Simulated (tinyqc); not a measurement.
Transmission against energy, and which matching rule a chain obeys: heterojunction of two tight-binding chains.

Left chain: hopping -t1, sites at 2 t1 (band bottom 0). Right chain: hopping -t2, sites at dE + 2 t2 (bottom dE). t = c/(m a^2), c = hbar^2/2m0. The bond across the interface is -tc with tc = f sqrt(t1 t2), and the last left site has the extra energy U. In a chain E = bottom + 2t (1 - cos(ka)); the surface Green function of a half chain is g = -exp(ika)/t, with Im k > 0 where cos(ka) > 1.

Constants: hbar^2/2m0 = 3.80998211 eV angstrom^2.

Inputs chosen for the exercise (masses and offset of the size met at Si / SiGe; the results hold for these values, not for the real material):

| symbol | value | unit | meaning |
|---|---|---|---|
| a | 4 | angstrom | site spacing |
| m1 | 0.183 | m0 | mass on the left |
| m2 | 0.214 | m0 | mass on the right |
| dE | 0.13 | eV | band offset |
| f | 1 |  | factor on the interface hopping |
| U | 0 | eV | extra energy on the last left site |

Chain A is the junction as given; chain B has tc = sqrt(t1 t2) and U = 0; chain C has tc = t2 and U = t2 - t1, the finite-difference form of -d/dx (c/m) d/dx. Continuum formulas T = 4 x y/(x + y)^2 with parabolic k: x, y = k/m on each side (BenDaniel-Duke) or x, y = k (slope continuous).

T:

| E - dE (eV) | E (eV) | chain A | chain B | chain C | k/m matched | k matched |
|---|---|---|---|---|---|---|
| 0.002 | 0.132 | 0.4107 | 0.4107 | 0.3633 | 0.3670 | 0.4147 |
| 0.005 | 0.135 | 0.5657 | 0.5657 | 0.5085 | 0.5130 | 0.5704 |
| 0.010 | 0.140 | 0.6910 | 0.6910 | 0.6308 | 0.6356 | 0.6958 |
| 0.020 | 0.150 | 0.8074 | 0.8074 | 0.7502 | 0.7548 | 0.8118 |
| 0.050 | 0.180 | 0.9219 | 0.9219 | 0.8775 | 0.8812 | 0.9250 |
| 0.100 | 0.230 | 0.9701 | 0.9701 | 0.9385 | 0.9412 | 0.9719 |
| 0.200 | 0.330 | 0.9918 | 0.9918 | 0.9716 | 0.9735 | 0.9926 |
| 0.400 | 0.530 | 0.9988 | 0.9988 | 0.9868 | 0.9881 | 0.9990 |

Chain C follows the k/m rule within 0.0048 and chain B the plain k rule within 0.0048, while the two rules differ by up to 0.0602: in B the self-energy of the right side is -t1 exp(i k2 a), so only k2 enters, and in C it is -t2 exp(i k2 a), which carries 1/m2. Chain A is chain B here.

tinyqc: `OMP_NUM_THREADS=1 python tinyqc.py 1480621 1480622 out.jsonl`; about 0.01 s, one thread, shared Intel(R) Xeon(R) Processor @ 2.30GHz.
